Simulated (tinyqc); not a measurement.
Worked calculation: empirical pseudopotential in a few plane waves. Computed by tinyqc, a small Python program that keeps every step. Settings: plane-wave index or count = 15. Command: `OMP_NUM_THREADS=1 python tinyqc.py 20822 20823 out.jsonl` (the two numbers bound the seeds that draw the settings). One thread of a shared host (Intel(R) Xeon(R) Processor @ 2.60GHz), about 0.2 s of CPU time with the checks.

## Bloch Hamiltonian at k

Parameters chosen for this model: fcc lattice, atoms at +/- a/8 (1,1,1); form factors in rydberg at |G|^2 in units of (2 pi/a)^2:
```
parameter                 value      unit
a                      5.830000  angstrom
VS(3)                 -0.244000        Ry
VS(8)                  0.019000        Ry
VS(11)                 0.069000        Ry
VA(3)                  0.061000        Ry
VA(4)                  0.061000        Ry
VA(11)                 0.029000        Ry
hbar^2/2m (2 pi/a)^2   4.425329        eV
```

k point k (2 pi / a): -0.080000  -0.190000  -0.210000

Basis: the 15 shortest G (labels in 2 pi/a), the same at every k. H(G,G') = c |k + G|^2 delta + VS(|G-G'|^2) cos((G-G').tau) + i VA sin((G-G').tau), tau = a/8 (1,1,1); 1 Ry = 13.605693 eV.

H(k) at k (eV):
```
                     +0+0+0               -1-1-1               -1-1+1               -1+1-1
+0+0+0             0.383233   2.347445+0.586861i  -2.347445+0.586861i  -2.347445+0.586861i
-1-1-1   2.347445-0.586861i            17.907536   0.000000-0.829947i   0.000000-0.829947i
-1-1+1  -2.347445-0.586861i   0.000000+0.829947i            14.190260             0.258508
-1+1-1  -2.347445-0.586861i   0.000000+0.829947i             0.258508            14.544286
-1+1+1  -2.347445+0.586861i            -0.258508   0.000000+0.829947i   0.000000+0.829947i
+1-1-1  -2.347445-0.586861i   0.000000+0.829947i             0.258508             0.258508
+1-1+1  -2.347445+0.586861i            -0.258508   0.000000+0.829947i             0.000000
+1+1-1  -2.347445+0.586861i            -0.258508             0.000000   0.000000+0.829947i
+1+1+1   2.347445+0.586861i             0.000000            -0.258508            -0.258508
-2+0+0   0.000000-0.829947i  -2.347445+0.586861i  -2.347445-0.586861i  -2.347445-0.586861i
+0-2+0   0.000000-0.829947i  -2.347445+0.586861i  -2.347445-0.586861i   0.663827-0.279000i
+0+0-2   0.000000-0.829947i  -2.347445+0.586861i   0.663827-0.279000i  -2.347445-0.586861i
+0+0+2   0.000000+0.829947i  -0.663827-0.279000i   2.347445+0.586861i  -0.663827+0.279000i
+0+2+0   0.000000+0.829947i  -0.663827-0.279000i  -0.663827+0.279000i   2.347445+0.586861i
+2+0+0   0.000000+0.829947i  -0.663827-0.279000i  -0.663827+0.279000i  -0.663827+0.279000i

                     -1+1+1               +1-1-1               +1-1+1               +1+1-1
+0+0+0  -2.347445-0.586861i  -2.347445+0.586861i  -2.347445-0.586861i  -2.347445-0.586861i
-1-1-1            -0.258508   0.000000-0.829947i            -0.258508            -0.258508
-1-1+1   0.000000-0.829947i             0.258508   0.000000-0.829947i             0.000000
-1+1-1   0.000000-0.829947i             0.258508             0.000000   0.000000-0.829947i
-1+1+1            10.827010             0.000000             0.258508             0.258508
+1-1-1             0.000000            16.491431   0.000000-0.829947i   0.000000-0.829947i
+1-1+1             0.258508   0.000000+0.829947i            12.774154             0.258508
+1+1-1             0.258508   0.000000+0.829947i             0.258508            13.128181
+1+1+1   0.000000+0.829947i            -0.258508   0.000000+0.829947i   0.000000+0.829947i
-2+0+0   2.347445-0.586861i   0.663827-0.279000i  -0.663827-0.279000i  -0.663827-0.279000i
+0-2+0  -0.663827-0.279000i  -2.347445-0.586861i   2.347445-0.586861i  -0.663827-0.279000i
+0+0-2  -0.663827-0.279000i  -2.347445-0.586861i  -0.663827-0.279000i   2.347445-0.586861i
+0+0+2  -2.347445+0.586861i  -0.663827+0.279000i  -2.347445+0.586861i   0.663827+0.279000i
+0+2+0  -2.347445+0.586861i  -0.663827+0.279000i   0.663827+0.279000i  -2.347445+0.586861i
+2+0+0   0.663827+0.279000i   2.347445+0.586861i  -2.347445+0.586861i  -2.347445+0.586861i

                     +1+1+1               -2+0+0               +0-2+0               +0+0-2
+0+0+0   2.347445-0.586861i   0.000000+0.829947i   0.000000+0.829947i   0.000000+0.829947i
-1-1-1             0.000000  -2.347445-0.586861i  -2.347445-0.586861i  -2.347445-0.586861i
-1-1+1            -0.258508  -2.347445+0.586861i  -2.347445+0.586861i   0.663827+0.279000i
-1+1-1            -0.258508  -2.347445+0.586861i   0.663827+0.279000i  -2.347445+0.586861i
-1+1+1   0.000000-0.829947i   2.347445+0.586861i  -0.663827+0.279000i  -0.663827+0.279000i
+1-1-1            -0.258508   0.663827+0.279000i  -2.347445+0.586861i  -2.347445+0.586861i
+1-1+1   0.000000-0.829947i  -0.663827+0.279000i   2.347445+0.586861i  -0.663827+0.279000i
+1+1-1   0.000000-0.829947i  -0.663827+0.279000i  -0.663827+0.279000i   2.347445+0.586861i
+1+1+1             9.410904  -0.663827-0.279000i  -0.663827-0.279000i  -0.663827-0.279000i
-2+0+0  -0.663827+0.279000i            19.500654             0.258508             0.258508
+0-2+0  -0.663827+0.279000i             0.258508            21.447799             0.258508
+0+0-2  -0.663827+0.279000i             0.258508             0.258508            21.801825
+0+0+2  -2.347445-0.586861i            -0.258508            -0.258508             0.000000
+0+2+0  -2.347445-0.586861i            -0.258508             0.000000            -0.258508
+2+0+0  -2.347445-0.586861i             0.000000            -0.258508            -0.258508

                     +0+0+2               +0+2+0               +2+0+0
+0+0+0   0.000000-0.829947i   0.000000-0.829947i   0.000000-0.829947i
-1-1-1  -0.663827+0.279000i  -0.663827+0.279000i  -0.663827+0.279000i
-1-1+1   2.347445-0.586861i  -0.663827-0.279000i  -0.663827-0.279000i
-1+1-1  -0.663827-0.279000i   2.347445-0.586861i  -0.663827-0.279000i
-1+1+1  -2.347445-0.586861i  -2.347445-0.586861i   0.663827-0.279000i
+1-1-1  -0.663827-0.279000i  -0.663827-0.279000i   2.347445-0.586861i
+1-1+1  -2.347445-0.586861i   0.663827-0.279000i  -2.347445-0.586861i
+1+1-1   0.663827-0.279000i  -2.347445-0.586861i  -2.347445-0.586861i
+1+1+1  -2.347445+0.586861i  -2.347445+0.586861i  -2.347445+0.586861i
-2+0+0            -0.258508            -0.258508             0.000000
+0-2+0            -0.258508             0.000000            -0.258508
+0+0-2             0.000000            -0.258508            -0.258508
+0+0+2            14.367273             0.258508             0.258508
+0+2+0             0.258508            14.721299             0.258508
+2+0+0             0.258508             0.258508            16.668444
```

## Levels at k

Diagonalise the Hermitian matrix.

eigenvalues (eV): -3.448584  6.622063  8.202975  8.516113  11.562381  13.389939  13.635017  14.227219  16.631123  17.150518  18.913187  20.479566  22.785833  23.674621  25.822317

## Bands along a path

The same steps at evenly spaced points between the labelled ones.

Bands along the path (eV), lowest eight:
```
k            band 1    band 2    band 3    band 4     band 5     band 6     band 7     band 8
L         -2.045997  3.246497  8.143069  8.143069  11.082962  14.166138  14.166138  17.606193
L-G 0.25  -2.573895  3.983018  8.106518  8.106518  11.088215  14.056827  14.056827  17.271214
L-G 0.50  -3.158023  5.420934  8.270200  8.270200  11.312694  13.971799  13.971799  15.125990
L-G 0.75  -3.568792  7.231468  8.521788  8.521788  11.184007  13.494717  13.545484  13.545484
G         -3.713544  8.653193  8.653193  8.653193  10.188029  13.261643  13.261643  13.261643
G-X 0.25  -3.520198  7.160834  8.276657  8.276657  11.724289  12.718000  14.010879  14.010879
G-X 0.50  -2.967052  5.341728  7.634644  7.634644  11.653399  12.968177  15.757084  15.757084
G-X 0.75  -2.165648  3.840171  7.221809  7.221809  11.108392  12.181471  17.990602  17.990602
X         -1.447466  3.021455  7.216734  7.216734  10.942314  11.896407  20.564214  20.564214
```

With 4 band(s) filled, the highest filled level on these points lies at G and the lowest empty one at G: a gap of 1.5348 eV, direct. This holds for the small fixed basis; with all plane waves up to |k + G|^2 = 21 (2 pi/a)^2 the gap along the path is 1.87 eV.

## Convergence with the number of plane waves

Levels at G counted from the fourth one.

Levels (eV):
```
plane waves     level 1   level 5   level 8
9            -15.187228  1.329215  1.659895
15           -12.366737  1.534836  4.608450
27           -11.445879  1.838601  4.800163
51           -11.262136  1.825326  5.056491
59           -11.291154  1.852834  4.852944
65           -11.291107  1.848492  4.815364
89           -11.269865  1.850291  4.834077
```
